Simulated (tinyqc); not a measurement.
What each parameter does: Gamma, L and X subbands of a thin body with non-parabolic valleys.

Hard walls, flat band, c = hbar^2/2m0, energies from the bulk Gamma edge. For a valley at angle theta to the normal 1/m_z = cos^2/ml + sin^2/mt and m_d = sqrt(ml mt^2/m_z). Subband n starts at E_v + e with e (1 + a e) = c (n pi/t)^2/m_z, and its density-of-states mass is taken as m_d (1 + 2 a e), without further growth at higher in-plane energy. Groups are named by valley and degeneracy.

n_i = g m/(2 pi c) kB T ln(1 + exp((EF - E_i)/kB T)), sum n_i = Ns (1e12/cm^2 = 1e-4/angstrom^2), c = hbar^2/2m0. Quantum capacitance Cq = 1602.176634 sum g m/(2 pi c) f_i in microfarad/cm^2 with f_i = 1/(1 + exp((E_i - EF)/kB T)); Cox = 34.5313/eot (one gate); C/Cox = Cq/(Cq + Cox), the centroid term left out.

Constants: hbar^2/2m0 = 3.80998211 eV angstrom^2; kB = 8.617333262e-05 eV/K.

Inputs chosen for the exercise (near those of a thin Ge channel; the results hold for these values, not for the real material): face = 111 (surface); mG = 0.0387 m0 (Gamma mass); aG = 1.04 1/eV (Gamma non-parabolicity); EL = -0.151 eV (L edge above Gamma); mL = (1.637, 0.082) m0 (L valleys (four, along <111>): ml, mt); EX = 0.033 eV (X edge above Gamma); mX = (0.911, 0.194) m0 (Delta valleys (six, along <100>): ml, mt); aS = 0.38 1/eV (non-parabolicity of L and X); Ns = 2.4 x 1e12/cm^2 (sheet density); T = 300 K (temperature); eot = 6 angstrom (equivalent oxide thickness); t = 76 angstrom (body thickness).

n = 1 to 8 of all groups.

Results for these values:

| case | lowest edge (eV) | EF (eV) | Gamma share (%) | C/Cox |
|---|---|---|---|---|
| base | -0.147 | -0.146 | 0.0 | 0.689 |

What happens to each result for T = 250 K, all else kept?

Answer: lowest edge does not change at the printed digits; EF rises from -0.146 to -0.135; Gamma share does not change at the printed digits; C/Cox rises from 0.689 to 0.712.

The same for each parameter in turn:

| case | lowest edge (eV) | EF (eV) | Gamma share (%) | C/Cox |
|---|---|---|---|---|
| base | -0.147 | -0.146 | 0.0 | 0.689 |
| t = 70 angstrom | -0.146 | -0.139 | 0.0 | 0.681 |
| mG = 0.0445 m0 | -0.147 | -0.146 | 0.0 | 0.689 |
| aG = 0.73 1/eV | -0.147 | -0.146 | 0.0 | 0.689 |
| EL = -0.201 eV | -0.197 | -0.196 | 0.0 | 0.689 |
| Ns = 3.6 x 1e12/cm^2 | -0.147 | -0.134 | 0.0 | 0.759 |
| eot = 4 angstrom | -0.147 | -0.146 | 0.0 | 0.596 |
| T = 250 K | -0.147 | -0.135 | 0.0 | 0.712 |

Program tinyqc; command `OMP_NUM_THREADS=1 python tinyqc.py 1280291 1280292 out.jsonl`; about 0.02 s on one thread of a shared Intel(R) Xeon(R) Processor @ 2.30GHz.
